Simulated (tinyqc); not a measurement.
Complex band structure along [001] in sp3s* tight binding, step by step. Values are carried at full precision from step to step, so a last printed digit may differ when a step is redone from the rounded ones.

For k = (0, 0, kz) the phase sums are g0 = cos(phi) and g3 = i sin(phi), phi = kz a/4, and the s, pz, s* orbitals of anion (a) and cation (c) decouple from px, py. With z = exp(i phi), H(z) = H0 + z T + T^T/z for any complex z. H0 is diagonal (Esa, Epa, Exa, Esc, Epc, Exc). The anion-cation block is B(z) = z U + W/z and the cation-anion block z W^T + U^T/z, where U has Vss/2 (s,s), Vsapc/2 (s,z), -Vscpa/2 (z,s), Vxx/2 (z,z), Vxapc/2 (s*,z), -Vpaxc/2 (z,s*), and W has the same values with the s-z and s*-z signs reversed. |z| = 1 is a band state, |z| < 1 decays along [001] as exp(-kappa d) over a distance d, kappa = -(4/a) ln|z|. No spin-orbit coupling.

Constants: hbar^2/2m0 = 3.80998211 eV angstrom^2.

Inputs chosen for the exercise (out of a larger set: near a published set for GaSb, fitted to gaps, whose masses and valley positions are rough (light masses up to twice too heavy); not measured data): p = (-7.351, 0.857, -3.906, 2.933, 6.591, 6.024, -6.115, 1.583, 4.129, 4.99, 4.667, 5.018, 4.196) eV (order Esa, Epa, Esc, Epc, Exa, Exc, Vss, Vxx, Vxy, Vsapc, Vscpa, Vxapc, Vpaxc); dE = 0.45 eV (E - Ev); a = 6.1 angstrom (lattice constant).

## The layer matrices

Parameters in the order Esa, Epa, Esc, Epc, Exa, Exc, Vss, Vxx, Vxy, Vsapc, Vscpa, Vxapc, Vpaxc. Form H0 and T.

diagonal of H0 (eV): sa -7.3510, za 0.8570, s*a 6.5910, sc -3.9060, zc 2.9330, s*c 6.0240

T (eV):
```
          sa      za      s*a       sc      zc      s*c
sa    0.0000  0.0000   0.0000  -3.0575  2.4950   0.0000
za    0.0000  0.0000   0.0000  -2.3335  0.7915  -2.0980
s*a   0.0000  0.0000   0.0000   0.0000  2.5090   0.0000
sc   -3.0575  2.3335   0.0000   0.0000  0.0000   0.0000
zc   -2.4950  0.7915  -2.5090   0.0000  0.0000   0.0000
s*c   0.0000  2.0980   0.0000   0.0000  0.0000   0.0000
```

## Edges at Gamma

At z = 1 the levels follow from the blocks [[Esa, Vss], [Vss, Esc]] and [[Epa, Vxx], [Vxx, Epc]]: Ev is the lower p root, and the direct gap ends at the lower of the upper roots.

Ev = 0.0020 eV
EG (direct gap) = 0.7224 eV

## Complex wave vectors at one energy in the gap

Solve det(H0 - E + z T + T^T/z) = 0 with E = Ev + dE, as the linear problem [[0, 1], [-T^T, E - H0]] x = z [[1, 0], [0, T]] x. Roots come as z, -z, 1/z and conjugates; list those with 0 < |z| < 1 and Re z, Im z >= 0, by falling |z|. Re kz = arg(z)/(pi/2) in units of 2 pi/a, kappa = -(4/a) ln|z|.

Decaying roots:
```
Re z      Im z     |z|  Re kz (2 pi/a)  kappa (1/angstrom)
0.9273  0.0000  0.9273          0.0000              0.0495
0.1431  0.5223  0.5415          0.8297              0.4022
```

The slowest root has kappa = 0.0495 1/angstrom at Re kz = 0.000: a purely imaginary k at Gamma. The probability falls by exp(-2 kappa d), a factor 2.69 over 1 nm.

## The px, py block

For px and py the determinant gives (E - Epa)(E - Epc) = Vxx^2 cos^2(phi) + Vxy^2 sin^2(phi). With phi = i kappa a/4 this is sinh^2(kappa a/4) = ((E - Epa)(E - Epc) - Vxx^2)/(Vxx^2 - Vxy^2), E = Ev + dE. Parameters in the order Esa, Epa, Esc, Epc, Exa, Exc, Vss, Vxx, Vxy, Vsapc, Vscpa, Vxapc, Vpaxc.

sinh^2(kappa a/4) = 0.10322
kappa of the heavy-hole branch = 0.2072 1/angstrom

This branch decays faster than the slowest root of the s-pz block (0.0495), by a factor 4.19 in kappa.

## Band-edge masses of the same block

From the real bands: m/m0 = c h^2/|E(h) - E(0)| with kz = h = 0.001 1/angstrom for level 2 (light hole) and level 3 (electron) of the 6 x 6 matrix; c = hbar^2/2m0.

masses of this model, from the curvature at Gamma (m0): m_lh 0.0495, m_e 0.0597

These are masses of the nearest-neighbour model without spin-orbit coupling, which is fitted to gaps and often gives the electron too heavy.

## Checks

- Largest distance of a level of the 6 x 6 block at kz = 0.37 (2 pi/a) from a level of the full matrix, against zero (eV): both 0.000000.
- Kappa 0.1 meV above Ev against sqrt(m_lh E/c): both 0.001140.

Program tinyqc; command `OMP_NUM_THREADS=1 python tinyqc.py 1450838 1450839 out.jsonl`; about 0.01 s on one thread of a shared Intel(R) Xeon(R) Processor @ 2.30GHz.
